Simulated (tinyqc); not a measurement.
Inside a calculation. Method: MP2 on RHF in the 3-21g basis, for H2, spin multiplicity 1. Computed by tinyqc, a small Python program that keeps every step (integrals from PySCF). Settings: charge = 0, multiplicity = 1, basis = 3-21g, method = RHF, energy threshold = 1e-10, iteration cap = 62, orthogonalisation = symmetric, start = core, DIIS depth = 6. Command: `OMP_NUM_THREADS=1 python tinyqc.py 23977 23978 out.jsonl` (the two numbers bound the seeds that draw the settings). One thread of a shared host (Intel(R) Xeon(R) Processor @ 2.60GHz), about 0.06 s of CPU time with the checks. The early iterations of the SCF are left out here.

## One-electron integrals

Geometry (angstrom):

| atom | x | y | z |
|---|---|---|---|
| H | 0.000000 | 0.000000 | 0.000000 |
| H | 0.000000 | 0.000000 | 1.099000 |

Basis 3-21g: exponents (1/bohr^2) and contraction coefficients of normalised primitives:

| element | l (shell) | exponent | coefficient |
|---|---|---|---|
| H | s (1) | 5.447178 | 0.156285 |
| H | s (1) | 0.824547 | 0.904691 |
| H | s (2) | 0.183192 | 1.000000 |

Overlap, kinetic and nuclear-attraction integrals over the contracted functions; the nuclear repulsion is the sum of Za Zb / Rab.

nuclear repulsion = 0.48150793 hartree

overlap S, lower triangle:
```
          1H 1s     1H 2s     2H 1s     2H 2s
1H 1s  1.000000
1H 2s  0.645899  1.000000
2H 1s  0.145432  0.336447  1.000000
2H 2s  0.336447  0.673636  0.645899  1.000000
```

kinetic energy T (hartree), lower triangle:
```
           1H 1s     1H 2s     2H 1s     2H 2s
1H 1s   1.549405
1H 2s   0.293152  0.274788
2H 1s  -0.048016  0.086159  1.549405
2H 2s   0.086159  0.136354  0.293152  0.274788
```

nuclear attraction V (hartree), lower triangle:
```
           1H 1s      1H 2s      2H 1s      2H 2s
1H 1s  -2.202362
1H 2s  -1.092725  -1.128188
2H 1s  -0.271962  -0.581431  -2.202362
2H 2s  -0.581431  -0.812121  -1.092725  -1.128188
```

core Hamiltonian H = T + V (hartree), lower triangle:
```
           1H 1s      1H 2s      2H 1s      2H 2s
1H 1s  -0.652957
1H 2s  -0.799574  -0.853400
2H 1s  -0.319978  -0.495272  -0.652957
2H 2s  -0.495272  -0.675767  -0.799574  -0.853400
```

## Two-electron integrals

Functions are numbered as in S; the eight-fold symmetry (ij|kl) = (ji|kl) = (kl|ij) leaves the list below.

Two-electron integrals (ij|kl) in chemists' order, unique and non-zero (hartree):
```
(11|11) 1.140145   (21|11) 0.611403   (21|21) 0.345152   (22|11) 0.626370
(22|21) 0.380329   (22|22) 0.482957   (31|11) 0.117932   (31|21) 0.069280
(31|22) 0.081126   (31|31) 0.021686   (32|11) 0.186877   (32|21) 0.116583
(32|22) 0.155644   (32|31) 0.040310   (32|32) 0.093042   (33|11) 0.478933
(33|21) 0.305796   (33|22) 0.431721   (33|31) 0.117932   (33|32) 0.308291
(33|33) 1.140145   (41|11) 0.308291   (41|21) 0.175323   (41|22) 0.195597
(41|31) 0.040310   (41|32) 0.069572   (41|33) 0.186877   (41|41) 0.093042
(42|11) 0.379440   (42|21) 0.233142   (42|22) 0.305127   (42|31) 0.060544
(42|32) 0.127908   (42|33) 0.379440   (42|41) 0.127908   (42|42) 0.219159
(43|11) 0.305796   (43|21) 0.194042   (43|22) 0.271911   (43|31) 0.069280
(43|32) 0.175323   (43|33) 0.611403   (43|41) 0.116583   (43|42) 0.233142
(43|43) 0.345152   (44|11) 0.431721   (44|21) 0.271911   (44|22) 0.381006
(44|31) 0.081126   (44|32) 0.195597   (44|33) 0.626370   (44|41) 0.155644
(44|42) 0.305127   (44|43) 0.380329   (44|44) 0.482957
```

## Orthogonalisation

S = U s U^T; symmetric (Loewdin) form X = U s^(-1/2) U^T, so that X^T S X = 1.

eigenvalues of S: 0.183637  0.392306  0.997296  2.426762

X, lower triangle:
```
           1H 1s      1H 2s      2H 1s     2H 2s
1H 1s   1.239110
1H 2s  -0.483811   1.547600
2H 1s   0.004065   0.022858   1.239110
2H 2s   0.022858  -0.552278  -0.483811  1.547600
```

## Iteration 4 (converged): orbitals

converged F (hartree), lower triangle:
```
           1H 1s      1H 2s      2H 1s      2H 2s
1H 1s   0.241178
1H 2s  -0.398420  -0.299717
2H 1s  -0.350042  -0.380129   0.241178
2H 2s  -0.380129  -0.362395  -0.398420  -0.299717
```

Diagonalise F' = X^T F X, C = X C', fill 1 alpha and 1 beta electrons from the bottom; D = 2 C_occ C_occ^T. Each column has its largest component positive (the first on a tie).

F' = X^T F X (hartree), lower triangle:
```
           1          2          3         4
1   0.762073
2  -0.625695   0.251199
3  -0.178718  -0.136916   0.762073
4  -0.136916  -0.215872  -0.625695  0.251199
```

orbital energies (hartree): MO1 -0.501004, MO2 0.160786, MO3 1.119686, MO4 1.247077

coefficients C:
```
            MO1        MO2        MO3        MO4
1H 1s  0.239078   0.160134   0.906544  -0.930259
1H 2s  0.388183   1.067975  -0.671480   1.092030
2H 1s  0.239078  -0.160134   0.906544   0.930259
2H 2s  0.388183  -1.067975  -0.671480  -1.092030
```

D after iteration 4, lower triangle:
```
          1H 1s     1H 2s     2H 1s     2H 2s
1H 1s  0.114317
1H 2s  0.185612  0.301372
2H 1s  0.114317  0.185612  0.114317
2H 2s  0.185612  0.301372  0.185612  0.301372
```

## Convergence

Stop when the energy changes by less than 1e-10 hartree and every element of the error matrix X^T (F D S - S D F) X is below 3e-06.

Course of the cycle:

| iteration | E (hartree) | change | largest element of the error matrix |
|---|---|---|---|
| 1 | -1.04671459 | - | 1.32e-01 |
| 2 | -1.07164290 | -2.49e-02 | 2.03e-02 |
| 3 | -1.07224510 | -6.02e-04 | 6.96e-07 |
| 4 | -1.07224510 | -5.89e-13 | 2.86e-07 |

PySCF RHF in the same basis = -1.07224510 hartree

Converged in 4 iterations.

## Integrals over molecular orbitals

(pq|rs) = sum C_ip C_jq C_kr C_ls (ij|kl), one index at a time.

one-electron integrals over orbitals h = C^T H C (hartree), lower triangle:
```
           1          2         3         4
1  -1.052750
2   0.000000  -0.630447
3  -0.120147   0.000000  0.174709
4   0.000000   0.183091  0.000000  0.236553
```

Two-electron integrals over orbitals (pq|rs), unique and non-zero (hartree):
```
(11|11) 0.551746    (21|21) 0.122696    (22|11) 0.456964    (22|22) 0.426162
(31|11) 0.120146    (31|22) 0.076013    (31|31) 0.089240    (32|21) 0.027084
(32|32) 0.044833    (33|11) 0.517109    (33|22) 0.435782    (33|31) 0.124034
(33|33) 0.514150    (41|21) -0.077710   (41|32) -0.059330   (41|41) 0.098327
(42|11) -0.130401   (42|22) -0.079103   (42|31) -0.081823   (42|33) -0.130717
(42|42) 0.085981    (43|21) -0.139570   (43|32) -0.060144   (43|41) 0.124716
(43|43) 0.201640    (44|11) 0.554425    (44|22) 0.468346    (44|31) 0.160350
(44|33) 0.554767    (44|42) -0.159100   (44|44) 0.617374
```

## Second-order Moller-Plesset energy

Hartree-Fock energy = -1.07224510 hartree

E2 = sum_ijab (ia|jb) [2 (ia|jb) - (ib|ja)] / (e_i + e_j - e_a - e_b) over occupied i, j and virtual a, b; the opposite-spin part is (ia|jb)^2 / denominator, the rest is same-spin, and SCS-MP2 scales them by 6/5 and 1/3.

Terms:

| i | j | a | b | (ia\|jb) | (ib\|ja) | denominator | term |
|---|---|---|---|---|---|---|---|
| 1 | 1 | 2 | 2 | 0.122696 | 0.122696 | -1.323578 | -0.011374 |
| 1 | 1 | 4 | 4 | 0.098327 | 0.098327 | -3.496161 | -0.002765 |
| 1 | 1 | 2 | 4 | -0.077710 | -0.077710 | -2.409870 | -0.002506 |
| 1 | 1 | 4 | 2 | -0.077710 | -0.077710 | -2.409870 | -0.002506 |
| 1 | 1 | 3 | 3 | 0.089240 | 0.089240 | -3.241379 | -0.002457 |

Pair energies (hartree; pair i-j sums ij and ji):

| pair | opposite spin | same spin |
|---|---|---|
| 1-1 | -0.021608 | 0 |

MP2 correlation energy = -0.02160797 hartree

SCS-MP2 correlation energy = -0.02592956 hartree

MP2 total energy = -1.09385307 hartree
